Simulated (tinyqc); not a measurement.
From results to parameters: minimal-basis H2. Computed by the program tinyqc with PySCF.

Problem. For two electrons in the two orbitals of minimal-basis H2, the CIS energies are e2 - e1 - J12 + 2 K12 and e2 - e1 - J12, and E_corr = D - sqrt(D^2 + K12^2) with 2D the energy of the double excitation. Find J12, K12, D, the MP2 energy and the weight of the double excitation.

orbital gap e2 - e1 = 1.37659414 hartree
CIS singlet and triplet energies (hartree): 1.052001  0.697835
FCI correlation energy = -0.01728106 hartree

Solution. Half the singlet-triplet splitting is K12, the gap less the triplet energy is J12, D = (E_corr^2 - K12^2)/(2 E_corr), MP2 is -K12^2/(2 gap), and the weight is c^2/(1 + c^2) with c = E_corr/K12.

J12, K12, D (hartree): 0.6788  0.1771  0.8987
MP2 correlation energy = -0.011390 hartree
weight of the double excitation = 0.009
